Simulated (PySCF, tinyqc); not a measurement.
RHF in the sto-6g basis, for H6, spin multiplicity 1, step by step (part 2 of 2). The lowest restricted solution is unstable here: a spin-polarised one lies 0.1148 hartree lower (PySCF). Computed by tinyqc, a small Python program that keeps every step (integrals from PySCF). Command: `OMP_NUM_THREADS=1 python tinyqc.py 29292 29293 out.jsonl` (the two numbers bound the seeds that draw the settings). One thread of a shared host (Intel(R) Xeon(R) Processor @ 2.60GHz), about 0.2 s of CPU time with the checks.

Geometry (angstrom):
```
atom        x        y        z
H     0.00000  0.00000  0.00000
H     0.00000  0.00000  1.41000
H     0.00000  0.00000  2.82600
H     0.00000  0.00000  4.23500
H     0.00000  0.00000  5.65200
H     0.00000  0.00000  7.06100
```

## Iteration 3: diagonalisation and new density

extrapolated F (hartree), order 1H 1s, 2H 1s, 3H 1s, 4H 1s, 5H 1s, 6H 1s:
$$\begin{pmatrix}
-0.26546 & -0.35806 & -0.09330 & 0.00547 & 0.00336 & -0.00578 \\
-0.35806 & -0.31905 & -0.27578 & -0.03296 & -0.00027 & -0.00195 \\
-0.09330 & -0.27578 & -0.17804 & -0.28462 & -0.06052 & 0.02068 \\
0.00547 & -0.03296 & -0.28462 & -0.12291 & -0.23147 & -0.01740 \\
0.00336 & -0.00027 & -0.06052 & -0.23147 & -0.07113 & -0.30151 \\
-0.00578 & -0.00195 & 0.02068 & -0.01740 & -0.30151 & -0.08810
\end{pmatrix}$$

X, order 1H 1s, 2H 1s, 3H 1s, 4H 1s, 5H 1s, 6H 1s:
$$\begin{pmatrix}
1.03499 & -0.15975 & 0.02037 & -0.00300 & 0.00049 & -0.00008 \\
-0.15975 & 1.07138 & -0.16403 & 0.02125 & -0.00311 & 0.00049 \\
0.02037 & -0.16403 & 1.07248 & -0.16577 & 0.02122 & -0.00301 \\
-0.00300 & 0.02125 & -0.16577 & 1.07238 & -0.16380 & 0.02037 \\
0.00049 & -0.00311 & 0.02122 & -0.16380 & 1.07138 & -0.15998 \\
-0.00008 & 0.00049 & -0.00301 & 0.02037 & -0.15998 & 1.03509
\end{pmatrix}$$

D after iteration 2, order 1H 1s, 2H 1s, 3H 1s, 4H 1s, 5H 1s, 6H 1s:
$$\begin{pmatrix}
0.74681 & 0.15690 & 0.32218 & 0.26347 & -0.05703 & -0.24408 \\
0.15690 & 1.23035 & -0.24779 & -0.34690 & 0.00145 & -0.17023 \\
0.32218 & -0.24779 & 1.25972 & -0.25905 & 0.15161 & -0.02720 \\
0.26347 & -0.34690 & -0.25905 & 1.10712 & 0.09264 & -0.61532 \\
-0.05703 & 0.00145 & 0.15161 & 0.09264 & 0.57545 & 0.22606 \\
-0.24408 & -0.17023 & -0.02720 & -0.61532 & 0.22606 & 1.12618
\end{pmatrix}$$

overlap S, order 1H 1s, 2H 1s, 3H 1s, 4H 1s, 5H 1s, 6H 1s:
$$\begin{pmatrix}
1.00000 & 0.29179 & 0.02961 & 0.00202 & 0.00009 & 0.00000 \\
0.29179 & 1.00000 & 0.28935 & 0.02966 & 0.00199 & 0.00009 \\
0.02961 & 0.28935 & 1.00000 & 0.29219 & 0.02961 & 0.00202 \\
0.00202 & 0.02966 & 0.29219 & 1.00000 & 0.28894 & 0.02961 \\
0.00009 & 0.00199 & 0.02961 & 0.28894 & 1.00000 & 0.29219 \\
0.00000 & 0.00009 & 0.00202 & 0.02961 & 0.29219 & 1.00000
\end{pmatrix}$$

Diagonalise F' = X^T F X, C = X C', fill 3 alpha and 3 beta electrons from the bottom; D = 2 C_occ C_occ^T; the new density keeps 0.7 of the old one (damping). Each column has its largest component positive (the first on a tie).

F' = X^T F X (hartree):
$$\begin{pmatrix}
-0.17634 & -0.30411 & -0.01128 & 0.00810 & 0.00289 & -0.00587 \\
-0.30411 & -0.16283 & -0.24442 & 0.04696 & -0.00107 & -0.00400 \\
-0.01128 & -0.24442 & -0.02340 & -0.28817 & 0.01312 & 0.01852 \\
0.00810 & 0.04696 & -0.28817 & 0.03237 & -0.25132 & 0.06345 \\
0.00289 & -0.00107 & 0.01312 & -0.25132 & 0.09550 & -0.32239 \\
-0.00587 & -0.00400 & 0.01852 & 0.06345 & -0.32239 & 0.00421
\end{pmatrix}$$

orbital energies (hartree): MO1 -0.55150, MO2 -0.35977, MO3 -0.23281, MO4 0.06023, MO5 0.30110, MO6 0.55226

coefficients C, order 1H 1s, 2H 1s, 3H 1s, 4H 1s, 5H 1s, 6H 1s:
$$\begin{pmatrix}
0.48318 & -0.25153 & 0.33135 & 0.72173 & 0.39592 & 0.11387 \\
0.57940 & -0.17123 & 0.08377 & -0.54282 & -0.67317 & -0.28442 \\
0.32297 & 0.26828 & -0.45698 & -0.27613 & 0.68858 & 0.51960 \\
0.11561 & 0.45840 & -0.35249 & 0.47152 & -0.22809 & -0.76359 \\
0.04468 & 0.47424 & 0.32811 & 0.10655 & -0.44842 & 0.80855 \\
0.00701 & 0.32650 & 0.58495 & -0.34945 & 0.49720 & -0.52847
\end{pmatrix}$$

D after iteration 3, order 1H 1s, 2H 1s, 3H 1s, 4H 1s, 5H 1s, 6H 1s:
$$\begin{pmatrix}
0.76668 & 0.32030 & 0.18781 & 0.07868 & -0.03331 & -0.10180 \\
0.32030 & 1.08447 & -0.11171 & -0.26745 & -0.01568 & -0.12086 \\
0.18781 & -0.11171 & 1.11287 & 0.01150 & 0.10116 & -0.12551 \\
0.07868 & -0.26745 & 0.01150 & 0.98363 & 0.12899 & -0.46415 \\
-0.03331 & -0.01568 & 0.10116 & 0.12899 & 0.60355 & 0.36649 \\
-0.10180 & -0.12086 & -0.12551 & -0.46415 & 0.36649 & 1.05762
\end{pmatrix}$$

## Iteration 4: building the Fock matrix

core Hamiltonian H = T + V (hartree), order 1H 1s, 2H 1s, 3H 1s, 4H 1s, 5H 1s, 6H 1s:
$$\begin{pmatrix}
-1.32493 & -0.54752 & -0.06251 & -0.00451 & -0.00021 & -0.00001 \\
-0.54752 & -1.62146 & -0.59249 & -0.06567 & -0.00455 & -0.00021 \\
-0.06251 & -0.59249 & -1.71547 & -0.61124 & -0.06555 & -0.00451 \\
-0.00451 & -0.06567 & -0.61124 & -1.71528 & -0.59162 & -0.06251 \\
-0.00021 & -0.00455 & -0.06555 & -0.59162 & -1.62138 & -0.54832 \\
-0.00001 & -0.00021 & -0.00451 & -0.06251 & -0.54832 & -1.32521
\end{pmatrix}$$

nuclear repulsion = 3.2595490 hartree

Given earlier and not repeated: Two-electron integrals (ij|kl) in chemists' order.

J_ij = sum D_kl (ij|kl), K_ij = sum D_kl (ik|jl); F = H + J - 0.5 K; E = tr D H + tr D J / 2 - 0.25 tr D K + E_nn.

Coulomb J (hartree), order 1H 1s, 2H 1s, 3H 1s, 4H 1s, 5H 1s, 6H 1s:
$$\begin{pmatrix}
1.56991 & 0.50077 & 0.05140 & 0.00346 & 0.00015 & 0.00000 \\
0.50077 & 1.98485 & 0.55763 & 0.05452 & 0.00345 & 0.00015 \\
0.05140 & 0.55763 & 2.06514 & 0.56485 & 0.05263 & 0.00333 \\
0.00346 & 0.05452 & 0.56485 & 1.98500 & 0.51804 & 0.04882 \\
0.00015 & 0.00345 & 0.05263 & 0.51804 & 1.78443 & 0.48574 \\
0.00000 & 0.00015 & 0.00333 & 0.04882 & 0.48574 & 1.65862
\end{pmatrix}$$

exchange K (hartree), order 1H 1s, 2H 1s, 3H 1s, 4H 1s, 5H 1s, 6H 1s:
$$\begin{pmatrix}
0.75420 & 0.44318 & 0.10548 & 0.01115 & -0.00604 & -0.01182 \\
0.44318 & 1.00604 & 0.32060 & 0.00822 & -0.00955 & -0.01936 \\
0.10548 & 0.32060 & 0.92549 & 0.33503 & 0.06156 & -0.02694 \\
0.01115 & 0.00822 & 0.33503 & 0.88322 & 0.29942 & -0.01102 \\
-0.00604 & -0.00955 & 0.06156 & 0.29942 & 0.69927 & 0.39260 \\
-0.01182 & -0.01936 & -0.02694 & -0.01102 & 0.39260 & 0.95820
\end{pmatrix}$$

Fock matrix F (hartree), order 1H 1s, 2H 1s, 3H 1s, 4H 1s, 5H 1s, 6H 1s:
$$\begin{pmatrix}
-0.13213 & -0.26834 & -0.06386 & -0.00662 & 0.00296 & 0.00591 \\
-0.26834 & -0.13963 & -0.19517 & -0.01526 & 0.00368 & 0.00961 \\
-0.06386 & -0.19517 & -0.11307 & -0.21390 & -0.04370 & 0.01229 \\
-0.00662 & -0.01526 & -0.21390 & -0.17189 & -0.22329 & -0.00819 \\
0.00296 & 0.00368 & -0.04370 & -0.22329 & -0.18659 & -0.25888 \\
0.00591 & 0.00961 & 0.01229 & -0.00819 & -0.25888 & -0.14569
\end{pmatrix}$$

total energy of this density = -2.0906988 hartree

This density is a damped mixture and is not idempotent.

## Iteration 4: DIIS over 4 matrices

error matrix X^T (FDS - SDF) X:
$$\begin{pmatrix}
0.00000 & -0.05294 & 0.06182 & 0.07738 & -0.00521 & 0.02149 \\
0.05294 & 0.00000 & -0.08675 & -0.04634 & -0.08309 & 0.03418 \\
-0.06182 & 0.08675 & 0.00000 & 0.10025 & -0.03319 & 0.10810 \\
-0.07738 & 0.04634 & -0.10025 & 0.00000 & -0.02947 & -0.00585 \\
0.00521 & 0.08309 & 0.03319 & 0.02947 & 0.00000 & -0.03366 \\
-0.02149 & -0.03418 & -0.10810 & 0.00585 & 0.03366 & 0.00000
\end{pmatrix}$$

B (overlaps of the stored error matrices):
$$\begin{pmatrix}
7.4767168e-01 & 3.7421838e-01 & 2.3276688e-01 & 1.7739797e-01 \\
3.7421838e-01 & 2.7282409e-01 & 2.0764287e-01 & 1.6431905e-01 \\
2.3276688e-01 & 2.0764287e-01 & 1.7147835e-01 & 1.3695783e-01 \\
1.7739797e-01 & 1.6431905e-01 & 1.3695783e-01 & 1.1143954e-01
\end{pmatrix}$$

Minimise |sum c_i e_i|^2 with sum c_i = 1: solve [B -1; -1 0][c; lambda] = [0; -1] with B_ij = tr e_i^T e_j, and take F = sum c_i F_i.

DIIS coefficients: [0.54985, -2.40538, 0.09968, 2.75584]

extrapolated F (hartree), order 1H 1s, 2H 1s, 3H 1s, 4H 1s, 5H 1s, 6H 1s:
$$\begin{pmatrix}
-0.21070 & -0.35700 & -0.06305 & 0.02169 & 0.00276 & -0.01216 \\
-0.35700 & -0.26877 & -0.27777 & -0.05550 & -0.00301 & -0.00132 \\
-0.06305 & -0.27777 & -0.22277 & -0.34506 & -0.06195 & 0.02005 \\
0.02169 & -0.05550 & -0.34506 & -0.19083 & -0.24980 & -0.05263 \\
0.00276 & -0.00301 & -0.06195 & -0.24980 & -0.15939 & -0.34197 \\
-0.01216 & -0.00132 & 0.02005 & -0.05263 & -0.34197 & -0.13325
\end{pmatrix}$$

## Iteration 4: diagonalisation and new density

As before.

F' = X^T F X (hartree):
$$\begin{pmatrix}
-0.11559 & -0.32530 & 0.02097 & 0.02332 & 0.00126 & -0.01239 \\
-0.32530 & -0.10372 & -0.25147 & 0.02920 & -0.00140 & -0.00271 \\
0.02097 & -0.25147 & -0.05316 & -0.33563 & 0.02005 & 0.02194 \\
0.02332 & 0.02920 & -0.33563 & -0.02381 & -0.24360 & 0.03024 \\
0.00126 & -0.00140 & 0.02005 & -0.24360 & 0.01000 & -0.34032 \\
-0.01239 & -0.00271 & 0.02194 & 0.03024 & -0.34032 & -0.03440
\end{pmatrix}$$

orbital energies (hartree): MO1 -0.54234, MO2 -0.43121, MO3 -0.29755, MO4 0.11339, MO5 0.32277, MO6 0.51426

coefficients C, order 1H 1s, 2H 1s, 3H 1s, 4H 1s, 5H 1s, 6H 1s:
$$\begin{pmatrix}
0.32375 & -0.37686 & 0.39750 & 0.63436 & -0.49051 & -0.22198 \\
0.47165 & -0.35709 & 0.16849 & -0.41915 & 0.67579 & 0.43591 \\
0.42866 & 0.08405 & -0.45305 & -0.37880 & -0.48300 & -0.65775 \\
0.31527 & 0.34681 & -0.36864 & 0.51636 & -0.00797 & 0.76349 \\
0.17352 & 0.45923 & 0.34101 & 0.17401 & 0.57315 & -0.69618 \\
0.09495 & 0.35646 & 0.51868 & -0.44130 & -0.55672 & 0.43317
\end{pmatrix}$$

D after iteration 4, order 1H 1s, 2H 1s, 3H 1s, 4H 1s, 5H 1s, 6H 1s:
$$\begin{pmatrix}
0.77959 & 0.43676 & 0.08768 & -0.05002 & -0.01212 & -0.00971 \\
0.43676 & 0.98614 & -0.02070 & -0.20957 & -0.02579 & -0.08167 \\
0.08768 & -0.02070 & 1.01665 & 0.20683 & 0.04590 & -0.18645 \\
-0.05002 & -0.20957 & 0.20683 & 0.90188 & 0.14325 & -0.34749 \\
-0.01212 & -0.02579 & 0.04590 & 0.14325 & 0.63686 & 0.47077 \\
-0.00971 & -0.08167 & -0.18645 & -0.34749 & 0.47077 & 0.98340
\end{pmatrix}$$

## Iteration 66 (converged): orbitals

converged F (hartree), order 1H 1s, 2H 1s, 3H 1s, 4H 1s, 5H 1s, 6H 1s:
$$\begin{pmatrix}
-0.15674 & -0.32458 & -0.05048 & 0.01546 & 0.00208 & -0.00645 \\
-0.32458 & -0.19776 & -0.23799 & -0.04883 & -0.00139 & 0.00208 \\
-0.05048 & -0.23799 & -0.19801 & -0.31834 & -0.04874 & 0.01541 \\
0.01546 & -0.04883 & -0.31834 & -0.19788 & -0.23762 & -0.05046 \\
0.00208 & -0.00139 & -0.04874 & -0.23762 & -0.19777 & -0.32492 \\
-0.00645 & 0.00208 & 0.01541 & -0.05046 & -0.32492 & -0.15688
\end{pmatrix}$$

Diagonalise F' = X^T F X, C = X C', fill 3 alpha and 3 beta electrons from the bottom; D = 2 C_occ C_occ^T. Each column has its largest component positive (the first on a tie).

F' = X^T F X (hartree):
$$\begin{pmatrix}
-0.06638 & -0.31010 & 0.02695 & 0.01526 & 0.00086 & -0.00697 \\
-0.31010 & -0.04442 & -0.22241 & 0.02825 & -0.00187 & 0.00086 \\
0.02695 & -0.22241 & -0.04518 & -0.30866 & 0.02823 & 0.01521 \\
0.01526 & 0.02825 & -0.30866 & -0.04524 & -0.22206 & 0.02695 \\
0.00086 & -0.00187 & 0.02823 & -0.22206 & -0.04441 & -0.31042 \\
-0.00697 & 0.00086 & 0.01521 & 0.02695 & -0.31042 & -0.06630
\end{pmatrix}$$

orbital energies (hartree): MO1 -0.48550, MO2 -0.40697, MO3 -0.28315, MO4 0.10142, MO5 0.29519, MO6 0.46709

coefficients C, order 1H 1s, 2H 1s, 3H 1s, 4H 1s, 5H 1s, 6H 1s:
$$\begin{pmatrix}
0.20559 & -0.38961 & 0.44924 & 0.53073 & -0.55143 & 0.33988 \\
0.32107 & -0.44330 & 0.27155 & -0.28038 & 0.64539 & -0.57643 \\
0.41749 & -0.14318 & -0.43140 & -0.49034 & -0.24708 & 0.72325 \\
0.41726 & 0.14244 & -0.43199 & 0.49106 & -0.24601 & -0.72285 \\
0.32085 & 0.44394 & 0.27066 & 0.27946 & 0.64609 & 0.57614 \\
0.20569 & 0.39057 & 0.44820 & -0.52960 & -0.55272 & -0.34017
\end{pmatrix}$$

D after iteration 66, order 1H 1s, 2H 1s, 3H 1s, 4H 1s, 5H 1s, 6H 1s:
$$\begin{pmatrix}
0.79175 & 0.72142 & -0.10437 & -0.32755 & 0.02918 & 0.18293 \\
0.72142 & 0.74668 & 0.16074 & -0.09296 & -0.04058 & 0.02921 \\
-0.10437 & 0.16074 & 0.76182 & 0.68033 & -0.09276 & -0.32681 \\
-0.32755 & -0.09296 & 0.68033 & 0.76201 & 0.16038 & -0.10432 \\
0.02918 & -0.04058 & -0.09276 & 0.16038 & 0.74657 & 0.72139 \\
0.18293 & 0.02921 & -0.32681 & -0.10432 & 0.72139 & 0.79147
\end{pmatrix}$$

## Convergence

Stop when the energy changes by less than 1e-10 hartree and every element of the error matrix X^T (F D S - S D F) X is below 3e-06.

Course of the cycle:
```
iteration  E (hartree)     change  largest element of the error matrix
1           -0.9966624          -                             2.44e-01
2           -1.5178624  -5.21e-01                             1.54e-01
3           -1.8492990  -3.31e-01                             1.40e-01
4           -2.0906988  -2.41e-01                             1.08e-01
5           -2.2879570  -1.97e-01                             8.62e-02
6           -2.4430717  -1.55e-01                             6.47e-02
7           -2.5584203  -1.15e-01                             4.77e-02
8           -2.6426367  -8.42e-02                             3.56e-02
9           -2.7034271  -6.08e-02                             2.54e-02
10          -2.7468077  -4.34e-02                             1.82e-02
11          -2.7775911  -3.08e-02                             1.29e-02
12          -2.7993406  -2.17e-02                             9.13e-03
13          -2.8146638  -1.53e-02                             6.43e-03
14          -2.8254381  -1.08e-02                             4.52e-03
...                ...        ...                                  ...
53          -2.8507321  -9.90e-09                             4.15e-09
54          -2.8507321  -6.93e-09                             2.90e-09
55          -2.8507321  -4.85e-09                             2.03e-09
56          -2.8507321  -3.40e-09                             1.42e-09
57          -2.8507321  -2.38e-09                             9.96e-10
58          -2.8507321  -1.66e-09                             6.97e-10
59          -2.8507321  -1.16e-09                             4.88e-10
60          -2.8507321  -8.15e-10                             3.42e-10
61          -2.8507321  -5.71e-10                             2.39e-10
62          -2.8507321  -4.00e-10                             1.67e-10
63          -2.8507321  -2.80e-10                             1.17e-10
64          -2.8507321  -1.96e-10                             8.21e-11
65          -2.8507321  -1.37e-10                             5.74e-11
66          -2.8507321  -9.59e-11                             4.02e-11
```

PySCF RHF in the same basis = -2.8507321 hartree

Converged in 66 iterations.

## Populations, bond orders and dipole

Mulliken: Z minus the diagonal of D S on the atom; Loewdin: the same with S^(1/2) D S^(1/2); Mayer order: 2 sum_s sum (D(s) S)_ij (D(s) S)_ji over the two atoms.

Charges (e):
```
atom  Mulliken   Loewdin
1H     0.00150  -0.00110
2H    -0.00086   0.00167
3H    -0.00062  -0.00055
4H    -0.00063  -0.00057
5H    -0.00087   0.00166
6H     0.00149  -0.00111
```

Mayer bond orders:
```
pair     order
2-1    0.86138
3-1   -0.00112
3-2    0.13710
4-1    0.10695
4-2   -0.00104
4-3    0.75859
5-1   -0.00020
5-2    0.00277
5-3   -0.00104
5-4    0.13661
6-1    0.03299
6-2   -0.00020
6-3    0.10647
6-4   -0.00112
6-5    0.86186
```

dipole moment about the origin, x y z (debye): [0.00000, 0.00000, -0.00024]
